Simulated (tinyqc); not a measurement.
# Surface potential of a MOS transistor: implicit equation and explicit approximations: effect of the acceptor density at fixed gate voltage

p-type body, charge-sheet picture, depletion and inversion only, full ionisation (an idealisation for deep acceptors), Boltzmann statistics (rough once Na exp(x - xn) passes about Nc/7). In units of Vt: xg = (Vg - Vfb)/Vt, x = psi/Vt, G = gamma/sqrt(Vt), xn = (2 phiF + Vc)/Vt. The implicit equation is (xg - x)^2 = G^2 [x - 1 + exp(x - xn)] for x above about 3. Cox = eps0 eox/tox.

ni = sqrt(Nc Nv) exp(-Eg/(2 Vt)), Eg in volts; phiF = Vt ln(Na/ni); gamma = sqrt(2 q eps0 eps_r Na)/Cox; VT = Vfb + Vt (xn + G sqrt(xn - 1)). Depletion value a = 1 + [sqrt(G^2/4 + xg - 1) - G/2]^2; inversion value b = xn + ln[(xg - xn)^2/G^2 - xn + 1] and first guess y = min(a, b) - ln(1 + exp(-|a - b|)) if a > xn + 1, else b = y = a; one second-order correction with D = exp(y - xn), p = 2 (xg - y) + G^2 (1 + D), w = (xg - y)^2 - G^2 (y - 1 + D): z = y + 2 w/(p + sqrt(p^2 - 2 (2 - G^2 D) w)), or the Newton step z = y + w/p where the root is not real. N_inv = (Cox Vt G/q) [sqrt(x - 1 + exp(x - xn)) - sqrt(x - 1)] at the root. Lambert form (Cox m Vt/q) W0[(G/(2 m sqrt(xn - 1))) exp((Vg - VT)/(m Vt))], m = 1 + G/(2 sqrt(xn - 1)). Errors under 1e-4 mV, and the linear form below VT, are printed as 0. Vfb is held fixed.

Parameters, values chosen for the exercise; band and dielectric values close to those of 4H silicon carbide: temperature T = 300 K; band gap Eg = 3.22 eV; relative permittivity eps_r = 9.78; conduction-band density of states at T Nc = 1.73e19 cm^-3; valence-band density of states at T Nv = 2.49e19 cm^-3; relative permittivity of the gate insulator (close to silicon dioxide) eox = 3.9; insulator thickness tox = 5.6 nm; flat-band voltage Vfb = -0.56 V; channel-body voltage Vc = 1 V; gate-body voltage Vg = 4.88 V.

Constants: q = 1.602176634e-19 C, kB = 1.380649e-23 J/K, Vt = kB T/q, eps0 = 8.8541878128e-14 F/cm where lengths are in cm. Results are converted to the units shown.

Effect of the acceptor density at fixed gate voltage:
```
Na (cm^-3)  psi (V)  x - xn  error of y (mV)  error of z (mV)  N_inv (cm^-2)  Cox (Vg - VT)/q (cm^-2)  Lambert form (cm^-2)
1.8e16        4.077   8.578             8.02           -0.167       4.357e12                 5.235e12              4.484e12
3.9e16        4.096   7.740             7.66           -0.143       3.865e12                 4.667e12              3.958e12
8.6e16        4.113   6.832             7.56           -0.136       3.158e12                 3.881e12              3.221e12
1.9e17        4.127   5.776             8.26           -0.180       2.153e12                 2.781e12              2.187e12
4.1e17        4.125   4.174             12.9           -0.834       7.987e11                 1.271e12              8.086e11
9e17          3.854  -7.870          1.69e-3                0        7.874e6                        0               7.543e6
```

As Na goes from 1.8e16 to 9e17, psi goes from 4.08 through a maximum of 4.13 (at Na = 1.9e17 among the rows listed) to 3.85 V, x - xn falls from 8.58 to -7.87 and N_inv falls from 4.36e12 to 7.87e6 cm^-2. The Lambert form lies between 0.958 and 1.03 times N_inv. For Na = 1.8e16, 3.9e16, 8.6e16, 1.9e17, 4.1e17 the electron quasi-Fermi level lies less than 2 Vt below the band edge at the surface, or above it, where degeneracy and confinement, left out, matter.

Program tinyqc, `OMP_NUM_THREADS=1 python tinyqc.py 2122193 2122194 out.jsonl`; Intel Xeon 2.30GHz, shared host, one thread, about 0.01 s.
